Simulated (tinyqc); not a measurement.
Permeation of metal atoms or ions through a thin barrier or dielectric: time lag, field-aided drift and lifetime. Changing the thickness d. Computed by tinyqc, a small Python program. Command: `OMP_NUM_THREADS=1 python tinyqc.py 3014533 3014534 out.jsonl barrier sweep`. One thread of a shared host (Intel(R) Xeon(R) Processor @ 2.30GHz), about 0.03 s of CPU time with the checks.

The film 0 < x < d is empty at first; C = C0 at x = 0 and C = 0 at x = d. dC/dt = D d2C/dx2 - v dC/dx with drift v = D z e V/(k_B T d) (uniform field, no space charge).

Inputs (values chosen for the exercise, for a model case: singly charged ions through a dielectric): prefactor D0 = 1.9e-05 cm^2/s; activation energy E = 1.28 eV; concentration at the source side C0 = 4.2e+15 1/cm^3; charge number z = 1; voltage V (positive drives ions across) = 0.34 V; critical dose Q_c = 3e+09 1/cm^2; test temperature T = 250 C; use temperature T_u = 100 C.

Constants: k_B = 8.617333262e-05 eV/K.

Method:
- D = D0 exp(-E/(k_B T)); time scale d^2/D; Peclet number P = z V/(k_B T), k_B T in eV; 1 nm = 1e-7 cm.
- Temperatures in kelvin are T(C) + 273.15.
- Steady flux J = (D C0/d) P/(1 - exp(-P)); time lag in units of d^2/D: s_L = [P (1 + exp(-P))/(1 - exp(-P)) - 2]/P^2 (P = 0: J = D C0/d, s_L = 1/6).
- Dose through the film Q(s) = C0 d {f (s - s_L) - 2 exp(P/2) sum_(n=1..200) (-1)^n n^2 pi^2 exp(-l_n s)/l_n^2}, l_n = n^2 pi^2 + P^2/4, f = P/(1 - exp(-P)) the relative flux.
- Solve Q = Q_c for s. At the use temperature D and P take T_u, with the same C0 and V; 1 year = 3.15576e7 s.

One run for each value:
```
thickness d (nm)  failure time at T (s)  time lag (s)  s at the critical dose  steady flux J (1/(cm^2 s))
2.6                           3.519e+03     7.438e+02                  0.4616                   1.081e+06
4.0                           6.029e+03     1.760e+03                  0.3342                   7.027e+05
6.1                           1.059e+04     4.094e+03                  0.2523                   4.608e+05
9.3                           1.928e+04     9.516e+03                  0.1977                   3.022e+05
14.0                          3.562e+04     2.156e+04                  0.1612                   2.008e+05
22.0                          7.244e+04     5.325e+04                  0.1327                   1.278e+05
51.0                          2.898e+05     2.862e+05                  0.0988                   5.511e+04
78.0                          5.982e+05     6.694e+05                  0.0872                   3.603e+04
```

Give the missing row, thickness d (nm) = 33.0.

Computed row:
```
thickness d (nm)  failure time at T (s)  time lag (s)  s at the critical dose  steady flux J (1/(cm^2 s))
33.0                          1.401e+05     1.198e+05                  0.1141                   8.517e+04
```

Interpolating between the two neighbouring rows (the first column on a logarithmic scale, the others too where they are positive) misses most in failure time at T (s), by 0.92 %. Over the rows, failure time at T (s) rises from 3520 to 598000 (exponent d ln y / d ln x 1.2 between the first rows and 1.7 between the last); time lag (s) rises from 744 to 669000 (exponent d ln y / d ln x about 2.0 throughout); s at the critical dose falls from 0.462 to 0.0872 (exponent d ln y / d ln x -0.75 between the first rows and -0.29 between the last). The exponent of time lag stays at 2: the lag scales as d^2/D, with P independent of d.

Caution (all rows): grain boundaries, pinholes, trapping and space charge are left out; thin real barriers usually fail at defects. Caution (rows 33.0, 51.0, 78.0): the space-charge potential z e C0 d^2/(2 eps) (for eps_r near 4) exceeds 10 mV, so the field is not uniform.
